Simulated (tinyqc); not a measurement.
Smearing for a one-band metal on the simple cubic lattice: sweeps and comparisons. A value that a table varies takes the place of the one given here.

Lattice vectors (units of a): a1 = (1, 0, 0), a2 = (0, 1, 0), a3 = (0, 0, 1). E(k) = -t A_1(k) - t2 A_2(k), A_m the sum of cos(k . R) over the 6 nearest and 12 second lattice vectors. Mesh k = sum (j_i/N) b_i, j_i = 0 .. N-1.

With x = (E_k - mu)/sigma: Fermi-Dirac f = 1/(1 + exp(x)), s = -f ln f - (1 - f) ln(1 - f); Gaussian f = erfc(x)/2, s = exp(-x^2)/(2 sqrt(pi)); Methfessel-Paxton (first order) f = erfc(x)/2 - x exp(-x^2)/(2 sqrt(pi)), s = (1 - 2 x^2) exp(-x^2)/(4 sqrt(pi)); cold (Marzari-Vanderbilt) with y = x + 1/sqrt(2), f = erfc(y)/2 + exp(-y^2)/sqrt(2 pi), s = y exp(-y^2)/sqrt(2 pi). With weights w = points/N^d (d the dimension), mu solves 2 sum w f = ne; E = 2 sum w f E_k, S = 2 sum w s, F = E - sigma S.

With x = (E_k - mu)/sigma: Gaussian f = erfc(x)/2, s = exp(-x^2)/(2 sqrt(pi)); Methfessel-Paxton (first order) f = erfc(x)/2 - x exp(-x^2)/(2 sqrt(pi)), s = (1 - 2 x^2) exp(-x^2)/(4 sqrt(pi)). With weights w = points/N^d (d the dimension), mu solves 2 sum w f = ne; E = 2 sum w f E_k, S = 2 sum w s, F = E - sigma S.

With x = (E_k - mu)/sigma: cold (Marzari-Vanderbilt) with y = x + 1/sqrt(2), f = erfc(y)/2 + exp(-y^2)/sqrt(2 pi), s = y exp(-y^2)/sqrt(2 pi). With weights w = points/N^d (d the dimension), mu solves 2 sum w f = ne; E = 2 sum w f E_k, S = 2 sum w s, F = E - sigma S.

Parameters, chosen for this exercise:
- t = 0.74 eV (nearest hopping)
- t2 = 0.01 eV (second hopping)
- ne = 1.64 (electrons per cell)
- N = 6 (unshifted mesh)
- sigma = 0.074 eV (width)

## Error of each scheme against the width

All on the dense mesh N = 40. The reference is F of first-order Methfessel-Paxton smearing with sigma = 0.05 t on the mesh N = 40; it moves by 0.08 meV on the mesh N = 50; in three dimensions such meshes can agree by chance and the reference may be off by about 1 meV, so smaller errors are not resolved.

Errors (meV per cell):

| sigma (eV) | FD F | FD (E+F)/2 | Gauss F | Gauss (E+F)/2 | MP F | cold F |
|---|---|---|---|---|---|---|
| 0.074 | -2.77 | -0.03 | -0.44 | -0.01 | -0.01 | 0.00 |
| 0.111 | -6.19 | -0.04 | -0.97 | -0.03 | -0.03 | 0.02 |
| 0.148 | -10.95 | -0.11 | -1.69 | -0.04 | -0.03 | 0.10 |
| 0.222 | -24.33 | -0.55 | -3.77 | -0.03 | 0.00 | 0.38 |
| 0.296 | -42.55 | -1.49 | -6.68 | -0.03 | 0.02 | 0.77 |
| 0.444 | -92.20 | -5.50 | -14.94 | -0.18 | -0.01 | 1.91 |
| 0.592 | -157.29 | -13.39 | -26.31 | -0.57 | -0.18 | 3.53 |

reference = -0.94000 eV

What does this show?

Doubling sigma from 0.148 to 0.296 eV multiplies the error of F by 3.9 (Fermi-Dirac) and 3.9 (Gaussian); a pure sigma^2 term would give 4. At the smallest width Fermi-Dirac errs 6.3 times as much as Gaussian, against 2 pi^2/3 = 6.6 for the ratio of the sigma^2 terms at equal sigma. At the largest width the sizes of the errors rank MP F 0.2, Gauss (E+F)/2 0.6, cold F 3.5, FD (E+F)/2 13.4, Gauss F 26.3, FD F 157.3 meV; below about 1 meV this order, and the ratios at the smallest width, carry the noise of the mesh.

## Mesh against width

Gaussian smearing, (E + F)/2. The reference is F of first-order Methfessel-Paxton smearing with sigma = 0.05 t on the mesh N = 40; it moves by 0.08 meV on the mesh N = 50; in three dimensions such meshes can agree by chance and the reference may be off by about 1 meV, so smaller errors are not resolved.

Errors (meV per cell):

| N | sigma = 0.05 t | sigma = 0.15 t | sigma = 0.4 t |
|---|---|---|---|
| 4 | 43.93 | 40.49 | 30.08 |
| 6 | 7.51 | 5.74 | 1.16 |
| 8 | -1.56 | -2.34 | -3.13 |
| 12 | -3.02 | -2.86 | -1.30 |
| 16 | -0.96 | -0.91 | -0.16 |
| 24 | -0.08 | -0.03 | -0.03 |

reference = -0.94000 eV

What can be read from the table?

First N from which the value stays within 2 meV of its last entry (which need not be the best one): 16 for sigma = 0.05 t, 16 for sigma = 0.15 t, 12 for sigma = 0.4 t. At the last mesh the errors are -0.08, -0.03 and -0.03 meV. The widest smearing converges sooner with the mesh than the narrowest; a level at which its last entries rest, if any, is its bias. The smallest error belongs to 0.05 t on 1, 0.15 t on 1, 0.4 t on 4 of the 6 meshes.

## What moves the results of cold (Marzari-Vanderbilt) smearing

All sums formed anew. Each row changes one parameter from the base and keeps the others.

Results:

| case | mu (eV) | E (eV) | S | F (eV) |
|---|---|---|---|---|
| base | 1.5322 | -0.9315 | 0.0163 | -0.9327 |
| N = 12 | 1.5623 | -0.9431 | -0.0090 | -0.9425 |
| sigma = 0.148 eV | 1.5708 | -0.9314 | 0.0175 | -0.9340 |
| ne = 1.74 | 2.1960 | -0.7499 | 0.0204 | -0.7514 |
| t2 = 0.084 eV | 1.6139 | -0.8435 | 0.0029 | -0.8437 |
| t = 0.814 eV | 1.6802 | -1.0259 | 0.0163 | -1.0271 |

What does this show?

The largest shifts from the base row, up to three for each result and ties (the steps differ in size, so this ranks the rows, not the parameters). mu (eV): ne +0.6638, t +0.1480, t2 +0.0817. E (eV): ne +0.1816, t -0.0944, t2 +0.0880. S: N -0.0254, t2 -0.0134, ne +0.0040; unchanged at the printed digits by t. F (eV): ne +0.1813, t -0.0944, t2 +0.0890.

tinyqc: `OMP_NUM_THREADS=1 python tinyqc.py 1682013 1682014 out.jsonl`; about 0.3 s, one thread, shared Intel(R) Xeon(R) Processor @ 2.30GHz.
